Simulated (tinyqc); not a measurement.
Phonon-assisted absorption at an indirect gap: one step. Quantum efficiency of a diode. Three cases, with inputs chosen for the exercise.

Task: Evaluate the factors; 1 micrometre = 1e-4 cm.

Photodiode (Gaertner form with a dead layer): QE = (1 - R) exp(-alpha xj) [1 - exp(-alpha W)/(1 + alpha L)], R = ((nr - 1)/(nr + 1))^2; responsivity = QE/E in A/W for E in eV.

Give: passes the dead layer; collected share; QE; responsivity.

Case 1.

Values chosen (loosely those of Si at room temperature; Eg is not tied to T; not measured data): E = 1.291 eV (photon energy); nr = 3.66 (refractive index); xj = 0.63 micrometre (dead layer at the surface); W = 12 micrometre (depleted width); L = 16 micrometre (minority diffusion length below it).

alpha = 166.837 1/cm

Result:

passes the dead layer = 0.9895
collected share = 0.3539
QE = 0.2361
responsivity = 0.1829 A/W

Without diffusion from below the collected share would be 0.1814.

Case 2.

Values chosen (loosely those of GaP at room temperature; Eg is not tied to T; not measured data): E = 2.718 eV (photon energy); nr = 3.4 (refractive index); xj = 0.34 micrometre (dead layer at the surface); W = 13 micrometre (depleted width); L = 140 micrometre (minority diffusion length below it).

alpha = 1809.94 1/cm

Result:

passes the dead layer = 0.9403
collected share = 0.9964
QE = 0.6582
responsivity = 0.2422 A/W

Without diffusion from below the collected share would be 0.9049.

Case 3.

Values chosen (loosely those of Si at room temperature; Eg is not tied to T; not measured data): E = 1.358 eV (photon energy); nr = 3.63 (refractive index); xj = 0.26 micrometre (dead layer at the surface); W = 1.1 micrometre (depleted width); L = 11 micrometre (minority diffusion length below it).

alpha = 334.534 1/cm

Result:

passes the dead layer = 0.9913
collected share = 0.2954
QE = 0.1984
responsivity = 0.1461 A/W

Without diffusion from below the collected share would be 0.0361.

Computed by tinyqc, one run a case: `OMP_NUM_THREADS=1 python tinyqc.py N N+1 out.jsonl` with N = 1681845, 1681878, 1681937; one thread of a shared Intel(R) Xeon(R) Processor @ 2.30GHz, about 0.01 s a run at most.
